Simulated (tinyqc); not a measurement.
What moves the results: finite square well with mass mismatch (envelope functions). A value that a table varies takes the place of the one given here.

A square well of width L and depth V0, mass mw inside and mb outside, energies from the bottom of the well, c = hbar^2/2m0. k = sqrt(mw E/c), kappa = sqrt(mb (V0 - E)/c). psi and psi'/m are continuous at the walls (BenDaniel-Duke), so level n solves k L + 2 atan[(k/mw)/(kappa/mb)] = n pi.

Non-parabolic bands: mw is replaced by mw (1 + alpha_w E) and mb by mb (1 - alpha_b (V0 - E)), in k, kappa and the matching condition alike.

Constants: hbar^2/2m0 = 3.80998211 eV angstrom^2.

Parameters, chosen for this exercise (near those of the light valleys of a Si film in SiO2; not measured data):
```
symbol   value                        unit      meaning
V0       2.932                        eV        barrier height
mw       0.193                        m0        mass in the well
mb       0.513                        m0        mass in the barrier
Ls       (8, 12, 18, 27, 40, 61, 91)  angstrom  widths
L        47                           angstrom  well width
alpha_w  0.54                         1/eV      non-parabolicity in the well
alpha_b  0.17                         1/eV      non-parabolicity in the barrier
```

## Width of the well

Levels against L, beside the infinite well E1(hard) = c (pi/L)^2/mw; Pb is the probability of level 1 in the barriers; a dash marks an unbound level.

Levels:
```
L (angstrom)  bound levels  E1 (eV)  E2 (eV)  E1(hard) (eV)     Pb
8                        1   0.7796        -         3.0443  0.123
12                       2   0.4866   2.0764         1.3530  0.063
18                       3   0.2843   1.1896         0.6013  0.029
27                       4   0.1564   0.6399         0.2673  0.012
40                       5   0.0833   0.3364         0.1218  0.005
61                       8   0.0404   0.1623         0.0524  0.002
91                      12   0.0197   0.0789         0.0235  0.001
```

The infinite well overestimates E1 by a factor 3.90 at 8 angstrom and 1.19 at 91 angstrom. The local exponent d ln E1/d ln L goes from -1.16 (first two rows) to -1.80 (last two), towards the -2 of hard walls, as Pb falls from 0.123 to 0.001. E2 - E1 is largest at 12 angstrom of the widths listed. Non-parabolicity, which grows with the level, already counts at a few tenths of an eV, and levels above about 0.5 eV lie beyond a parabolic band.

## Levels of description

The same well five ways. mb = mw: the barrier takes the mass of the well. psi' continuous: kappa holds mb but the condition drops the masses, k L + 2 atan(k/kappa) = n pi. The last column is measured against BenDaniel-Duke.

Levels (eV):
```
model                E1      E2      E3  E1 - E1(BDD) (meV)
infinite walls   0.0882  0.3528  0.7938                24.7
mb = mw          0.0715  0.2852  0.6386                 8.0
BenDaniel-Duke   0.0635  0.2557  0.5809                 0.0
psi' continuous  0.0773  0.3078  0.6874                13.8
non-parabolic    0.0673  0.2489  0.5058                 3.8
```

Hard walls put E1 24.7 meV too high. Ignoring the mass step moves it by +8.0 meV and the wrong matching by +13.8 meV: with mb/mw = 2.66, continuity of psi'/m lets the slope outside be 2.66 times the slope inside, which acts like a softer wall. Non-parabolicity shifts E1 by +3.8 meV, the balance of a heavier mass in the well, which lowers it, and a lighter mass deep in the barrier, which hardens the wall. Among the finite wells the largest departure in E1 is that of the model 'psi' continuous'.

## What each parameter does

Parabolic bands. Pb is the probability of level 1 in the barriers, (A^2/kappa)/(A^2/kappa + L/2 + sin(kL)/(2k)) with A = cos(kL/2). Each row changes one parameter from the base and keeps the others.

Results:
```
case             E1 (eV)  bound levels      Pb  V0 - E1 (eV)
base              0.0635             6  0.0032        2.8685
L = 42 angstrom   0.0768             6  0.0043        2.8552
V0 = 2.492 eV     0.0619             6  0.0040        2.4301
mw = 0.2123 m0    0.0593             7  0.0028        2.8727
mb = 0.4104 m0    0.0655             6  0.0031        2.8665
```

The largest shifts from the base row, up to three for each result and ties (the steps differ in size, so this ranks the rows, not the parameters). E1 (eV): L +0.0133, mw -0.0042, mb +0.0020. bound levels: mw +1; unchanged at the printed digits by L, V0 and mb. Pb: L +0.0010, V0 +0.0007, mw -0.0004. V0 - E1 (eV): V0 -0.4384, L -0.0133, mw +0.0042.

Run: tinyqc, `OMP_NUM_THREADS=1 python tinyqc.py 1252004 1252005 out.jsonl`; Intel(R) Xeon(R) Processor @ 2.30GHz, one thread, shared host; about 0.01 s of CPU time with all checks.
